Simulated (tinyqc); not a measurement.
From results back to parameters: eight-band Kane k.p model. Two cases, with inputs chosen for the exercise.

Problem. In the Kane model 1/m = A_r + Ep (Eg + 2 Dso/3)/(Eg (Eg + Dso)) and the Roth formula gives g* = 2 - 2 Ep Dso/(3 Eg (Eg + Dso)). The mass and the g factor below were computed from hidden Ep and Dso.

Find: X; Y; Ep; Dso.

Method. Let X = 1/m - A_r and Y = (2 - g*)/2. Then X + Y = Ep/Eg and X - 2 Y = Ep/(Eg + Dso).

Case 1.

Values chosen (out of a larger set: near those of InAs; not measured data): Eg = 0.416 eV (gap at Gamma to the s-like level); A_r = 1 (remote-band term in 1/m).

m = 0.0219123 m0
g* = -14.97695

Solution.

X = 44.637
Y = 8.488
Ep = 22.10 eV
Dso = 0.383 eV

Case 2.

Values chosen (out of a larger set: near those of InP; not measured data): Eg = 1.437 eV (gap at Gamma to the s-like level); A_r = 0.3 (remote-band term in 1/m).

m = 0.0677128 m0
g* = 1.29143

Solution.

X = 14.468
Y = 0.354
Ep = 21.30 eV
Dso = 0.111 eV

Computed by tinyqc, one run a case: `OMP_NUM_THREADS=1 python tinyqc.py N N+1 out.jsonl` with N = 1081419, 1081445; one thread of a shared Intel(R) Xeon(R) Processor @ 2.30GHz, about 0.01 s a run at most.
